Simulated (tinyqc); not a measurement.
Collinear exchange A + BC -> AB + C on a London-Eyring-Polanyi-Sato surface: saddle, string of images and rate: one step, computed by the program tinyqc. Command: `OMP_NUM_THREADS=1 python tinyqc.py 3110796 3110797 out.jsonl leps walk`. One thread of a shared host (Intel(R) Xeon(R) Processor @ 2.30GHz), about 0.06 s of CPU time with the checks.

x = r(AB), y = r(BC), r(AC) = x + y. V is counted from separated atoms, the barrier from A + BC, that is V + D(BC).

Problem. Frequencies at the saddle. Wilson matrix G = [[1/m_A + 1/m_B, -1/m_B], [-1/m_B, 1/m_B + 1/m_C]]; eigenvalues lambda of G H give nu = 15.6333042 THz x sqrt(|lambda|), the negative one being imaginary. Reactant: nu_BC from k = 2 D beta^2 and 1/m_B + 1/m_C. Skew angle: cos = sqrt(m_A m_C/((m_A + m_B)(m_B + m_C))).

Inputs (values chosen for the exercise, bond data loosely for abstraction of hydrogen from a Ge-H bond by a hydrogen atom; the barrier is not fitted): D(BC) = 3.59 eV; beta(BC) = 1.45 1/angstrom; mass of A = 1.008 u; mass of B = 1.008 u; mass of C = 72.6 u.

Hessian (eV/angstrom^2), rows x, y:
$$\begin{pmatrix}
-2.420881 & 5.833283 \\
5.833283 & 6.103169
\end{pmatrix}$$

Constants: nu for 1 eV/(angstrom^2 u) = 15.6333042 THz.

Give: imaginary frequency; real frequency at the saddle; nu_BC; skew angle.

Solution.

imaginary frequency = 58.101 THz

real frequency at the saddle = 29.554 THz

nu_BC = 60.918 THz

skew angle = 45.392 degrees
